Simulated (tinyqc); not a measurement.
Inside a calculation. Method: Hubbard chain of 2 sites. One step of it, computed by the program tinyqc.

Question. Mean-field iteration 2. H(up) = T + U n(down), H(down) = T + U n(up); fill the lowest levels; n(new) = n + mixing (n(out) - n); E = tr T (rho up + rho down) + U sum n_up n_down of the output.

one-body matrix (hopping and site energies) (eV):
```
           1          2
1   0.000000  -0.890000
2  -0.890000   0.000000
```

U = 7.500000 eV

electrons, up and down: 1  1

mixing = 0.500000

n(up) after iteration 1: 1 0.882474, 2 0.117526

n(down) after iteration 1: 1 0.117526, 2 0.882474

Give: levels, up; levels, down; energy; n(up) after iteration 2; n(down) after iteration 2.

Answer.

levels, up (eV): 0.747  6.753

levels, down (eV): 0.747  6.753

energy = -0.198 eV

n(up) after iteration 2: 1 0.930, 2 0.070

n(down) after iteration 2: 1 0.070, 2 0.930
